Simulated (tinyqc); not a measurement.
How many bands a k.p model needs: band 5 from Gamma to K: k.p theory built from an empirical-pseudopotential calculation at Gamma.

Empirical pseudopotential on the fcc lattice, atoms at +/- tau, tau = a (1,1,1)/8, no spin-orbit coupling. H(G,G') = c (2 pi/a)^2 |k + G|^2 delta + VS(q) cos(q.tau) + i VA(q) sin(q.tau), q = G - G', c = hbar^2/2m0; k and G in units of 2 pi/a; VS at |q|^2 = 3, 8, 11 and VA at 3, 4, 11, in rydberg, zero elsewhere. The basis is fixed: all 59 G with |G|^2 up to Gcut. Energies are counted from the fourth level at Gamma.

k.p in the lowest n states at Gamma: H_nm = (E_n + c k^2) delta + 2 c k.<n|G|m>, k in 1/angstrom; with all states of the basis it is exact.

Constants: hbar^2/2m0 = 3.80998211 eV angstrom^2; Ry = 13.60569312 eV.

Values chosen for the exercise (near those of InP; the results hold for these values, not for the real material):
- a = 5.876 angstrom (lattice constant)
- VS = (-0.223, 0.009, 0.059) Ry (symmetric form factors)
- VA = (0.072, 0.051, 0.01) Ry (antisymmetric form factors)
- Gcut = 12 (2 pi/a)^2 (largest |G|^2 of the fixed basis)

Band 5 (counted from below) at k = f (0.75, 0.75, 0) 2 pi/a; n ends on whole multiplets.

Energies (eV):

| f | n = 8 | n = 15 | n = 27 | n = 59 (exact) |
|---|---|---|---|---|
| 0.000 | 1.524 | 1.524 | 1.524 | 1.524 |
| 0.125 | 2.122 | 2.111 | 2.109 | 2.109 |
| 0.250 | 2.919 | 2.848 | 2.841 | 2.840 |
| 0.375 | 3.583 | 3.355 | 3.340 | 3.337 |
| 0.500 | 4.246 | 3.652 | 3.630 | 3.624 |
| 0.625 | 4.999 | 3.656 | 3.636 | 3.621 |
| 0.750 | 5.878 | 3.403 | 3.386 | 3.358 |
| 0.875 | 6.895 | 3.068 | 3.050 | 3.006 |
| 1.000 | 8.058 | 2.771 | 2.749 | 2.684 |

With n = 8 the band stays within 0.05 eV of the exact one up to f = 0.125 (error at K: +5.374 eV). With n = 15 the band stays within 0.05 eV of the exact one up to f = 0.750 (error at K: +0.087 eV). With n = 27 the band stays within 0.05 eV of the exact one up to f = 0.875 (error at K: +0.065 eV). A smaller basis can only raise a level. The exact band has its minimum on these points at f = 0.000; n = 8 puts it at f = 0.000.

tinyqc: `OMP_NUM_THREADS=1 python tinyqc.py 1080711 1080712 out.jsonl`; about 0.3 s, one thread, shared Intel(R) Xeon(R) Processor @ 2.30GHz.
